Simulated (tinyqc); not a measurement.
## Arrhenius plot from several rate windows

Emission rate en = sn vth(T) Nc(T) exp(-Et/kB T) = sn g T^2 exp(-Et/kB T), g = vth Nc/(300 K)^2, as vth goes as T^0.5 and Nc as T^1.5 (degeneracy factor 1). Here the cross-section is thermally activated, sn exp(-Eb/kB T) with Eb = 0.08 eV. Each window ew gives the temperature where en = ew.

Parameters, values chosen for the exercise; material values close to those of 4H silicon carbide: conduction-band density of states at 300 K Nc = 1.72e19 cm^-3; thermal velocity at 300 K vth = 1.9e7 cm/s; depth of the trap below the conduction edge Et = 0.77 eV; capture cross-section sn = 1.4e-16 cm^2.

Constants: q = 1.602176634e-19 C, kB = 1.380649e-23 J/K. Results are converted to the units shown.

Result of one run:
```
ew (1/s),T peak (K),q/kB T (1/eV),ln(ew/T^2),ln ew
3900,562.5,20.63,-4.396,8.269
```

What becomes of these results when the rate window ew is changed from 3900 to 1.7 1/s, all else the same?

Result of the changed run:
```
ew (1/s),T peak (K),q/kB T (1/eV),ln(ew/T^2),ln ew
1.7,401.0,28.94,-11.46,0.5306
```

The whole series:
```
ew (1/s),T peak (K),q/kB T (1/eV),ln(ew/T^2),ln ew
1.7,401.0,28.94,-11.46,0.5306
5.1,418.3,27.74,-10.44,1.629
15,436.7,26.58,-9.450,2.708
47,457.9,25.34,-8.403,3.850
140,480.1,24.17,-7.406,4.942
430,505.2,22.97,-6.386,6.064
1300,532.5,21.79,-5.385,7.170
3900,562.5,20.63,-4.396,8.269
```

The peak rises from 401 to 563 K. ln(ew/T^2) against q/kB T is a straight line of slope -0.8500 eV, which is Et + Eb and not Et = 0.77 eV: a capture barrier adds to the activation energy. Its intercept gives sn = 1.40e-16 cm^2. Leaving out the T^2 gives 0.9315 eV, too high by about 2 kB T.

tinyqc, about 0.01 s, one thread, Intel Xeon 2.30GHz (shared host): `OMP_NUM_THREADS=1 python tinyqc.py 2050023 2050024 out.jsonl`
